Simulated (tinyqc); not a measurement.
# Worked calculation: signal and retention of a DRAM cell

tinyqc, about 0.01 s, one thread, Intel Xeon 2.30GHz (shared host): `OMP_NUM_THREADS=1 python tinyqc.py 2130102 2130103 out.jsonl` Printed values are rounded.

A stored one starts at Vd and leaks: Cs dV/dt = -I(V), I = a sqrt((V + Vb)/(Vd + Vb)) + b, with a = Ig exp[-(Eg1 q/kB)(1/T - 1/T0)] (generation in a depletion layer) and b = Is exp[-(Es q/kB)(1/T - 1/T0)]. The bit line is precharged to Vd/2, and charge sharing gives the signal (V - Vd/2) Cs/(Cs + Cb).

Values chosen for this exercise:

| symbol | value | unit | meaning |
|---|---|---|---|
| Vd | 1.5 | V | array voltage |
| Cs | 25 | fF | cell capacitance |
| Cb | 69 | fF | bit-line capacitance |
| dm | 43 | mV | smallest signal that the sense amplifier resolves |
| Vb | 1.25 | V | built-in plus back-bias voltage of the storage junction |
| Ig | 0.35 | fA | junction leakage at V = Vd and T0 |
| Is | 0.098 | fA | voltage-independent leakage at T0 |
| Es | 0.28 | eV | activation energy of Is |
| T0 | 358 | K | reference temperature |
| T | 378 | K | temperature |
| sg | 0.85 |  | deviation of ln(retention time) over the cells |
| Nc | 8.59e9 |  | cells |
| tr | 64 | ms | refresh interval |
| Eg1 | 0.53 | eV | activation energy of Ig |

Constants: q = 1.602176634e-19 C, kB = 1.380649e-23 J/K. Results are converted to the units shown.

Range of the model: Real arrays also hold a tail of unusually leaky cells and cells whose retention varies in time, which this model lacks.

## Signal and margin

The cell fails below Vc = Vd/2 + dm (Cs + Cb)/Cs.

transfer ratio = 0.265957
signal of a fresh one = 199.468 mV
Vc = 0.911680 V
charge that may be lost = 14.7080 fC
the same in electrons = 91800.1

## Retention time

With s = sqrt((Vc + Vb)/(Vd + Vb)), the time from Vd to Vc is t = [2 Cs (Vd + Vb)/a] [1 - s - (b/a) ln((a + b)/(a s + b))].

a = 0.868633 fA
b = 0.158410 fA
retention time = 15.0396 s
estimate with the current held at a + b = 14.3207 s

The constant-current estimate is 4.8 % below the true time, since the junction leaks less as V falls.

## Failing cells

This time is the median of a log-normal spread: failing cells = Nc erfc(z/sqrt 2)/2, z = ln(t/tr)/sg. One failure is expected at the interval where that count equals 1.

z = 6.42301
failing cells = 0.573844
interval for one failure = 68.7980 ms

The weakest cell of the array lies about 6.34 deviations out, a factor of 219 below the median; the chosen interval is shorter than that time.
